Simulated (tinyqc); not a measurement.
What moves the results: dielectric confinement in a thin film (image charges). A value that a table varies takes the place of the one given here.

A film |z| < t/2 of dielectric constant eps between half-spaces of dielectric constant e2; lam = (eps - e2)/(eps + e2), q = e^2/(4 pi eps0). The self-energy of a band edge is taken with the high-frequency value, e2 = eh, and the field of a fixed ion with the static one, e2 = eo. A charge at z has images lam^|n| at n t + (-1)^n z. Its self-energy is S(z) = (q/2 eps) sum over n >= 1 of lam^n [1/(n t - 2z) + 1/(n t + 2z)] for odd n and 2 lam^n/(n t) for even n; at the centre S(0) = -(q/(eps t)) ln(1 - lam).

Donor at the centre, lam from the static eo, trial function cos(pi z/t) exp(-rho/l): E(l) = c/(m l^2) - (q/eps) times the integral over k of F(k t) (1 + (k l/2)^2)^(-3/2), with F(x) = F0 + 2 lam exp(-x) G/(1 - lam exp(-x)), F0 = 2[(1 - exp(-x/2))/x + x (1 + exp(-x/2))/(x^2 + 4 pi^2)], G = 2 sinh(x/2)[1/x - x/(x^2 + 4 pi^2)]; c = hbar^2/2m0. The binding energy is -E at the minimum, counted from the subband edge with its self-energy.

Constants: e^2/(4 pi eps0) = 14.39964547 eV angstrom; hbar^2/2m0 = 3.80998211 eV angstrom^2; Ry = 13.60569312 eV.

Inputs chosen for the exercise (near those of a Si (100) film, two-fold valleys, between layers of HfO2; shifted at random, so the results belong to these values and not to a real crystal): eps = 12 (dielectric constant of the film); eh = 4.1 (high-frequency dielectric constant outside); eo = 21 (static dielectric constant outside); m = 0.197 m0 (mass in the plane); mz = 0.913 m0 (mass across the film); ts = (10, 15, 22, 32, 48, 70, 100) angstrom (thicknesses); t = 32 angstrom (film thickness).

## Thinning the film

<S> is the mean over (2/t) cos^2(pi z/t); confinement c (pi/t)^2/mz; donor binding with and without images.

Results:
```
t (angstrom)  <S> (meV)  confinement (meV)  binding, no images (meV)  binding (meV)  l (angstrom)
10                 93.9              411.9                      58.1           29.8          24.7
15                 62.6              183.0                      53.3           30.3          25.1
22                 42.7               85.1                      48.3           30.1          26.1
32                 29.3               40.2                      43.1           29.0          27.7
48                 19.6               17.9                      37.3           27.0          30.3
70                 13.4                8.4                      32.0           24.5          33.6
100                 9.4                4.1                      27.2           21.7          37.6
```

Between 100 and 10 angstrom the binding goes from 21.7 to 29.8 meV; quantum confinement alone would take it from 27.2 to 58.1, so the images supply -5.5 and -28.2 meV. |<S>| goes as 1/t and exceeds the confinement energy beyond 44 angstrom. For t well above a* = 32 angstrom the separable trial function underbinds, which affects the last rows. Hard-wall energies above 300 meV (up to t = 10 angstrom) overstate the confinement: walls are finite and valleys non-parabolic.

## Choice of the surrounding dielectric

The same film between different dielectrics; in this table one value e2 serves for both eo and eh.

Results:
```
case         lam  <S> (meV)  binding (meV)  l (angstrom)
e2 = 1     0.846       77.3          169.7          21.6
e2 = 2.5   0.655       45.4          112.6          22.5
e2 = 3.9   0.509       30.9           88.6          23.1
e2 = 7.5   0.231       11.7           59.3          24.6
e2 = 16   -0.143       -6.2           35.2          26.8
e2 = 25   -0.351      -14.2           25.7          28.3
e2 = 80   -0.739      -26.9           12.4          32.1
```

The binding spans a factor 13.7, from 170 meV in vacuum to 12.4 meV for e2 = 80; going from 3.9 to 25 changes it by -62.9 meV and the band edge by -45.1 meV, so the binding responds 1.40 times as much as the edge (for an orbit much smaller than t the binding would change by twice the change of S(0), -76.0 meV; here l/t = 0.72 for e2 = 3.9).

## What each parameter does

<S> is the mean over (2/t) cos^2(pi z/t). Each row changes one parameter from the base and keeps the others.

Results:
```
case             lam from eh  <S> (meV)  binding (meV)  l (angstrom)
base                   0.491       29.3           29.0          27.7
t = 26 angstrom        0.491       36.1           29.7          26.7
eps = 10.8             0.450       29.0           32.9          25.8
eo = 29.4              0.491       29.3           23.0          28.9
eh = 5.3               0.387       21.6           29.0          27.7
m = 0.236 m0           0.491       29.3           33.8          24.0
```

The largest shifts from the base row, up to three for each result and ties (the steps differ in size, so this ranks the rows, not the parameters). lam from eh: eh -0.103, eps -0.041; unchanged at the printed digits by t, eo and m. <S> (meV): eh -7.8, t +6.8, eps -0.3; unchanged at the printed digits by eo and m. binding (meV): eo -6.1, m +4.8, eps +3.9; unchanged at the printed digits by eh. l (angstrom): m -3.7, eps -1.9, eo +1.2; unchanged at the printed digits by eh.

Program tinyqc; command `OMP_NUM_THREADS=1 python tinyqc.py 1250945 1250946 out.jsonl`; about 0.04 s on one thread of a shared Intel(R) Xeon(R) Processor @ 2.30GHz.
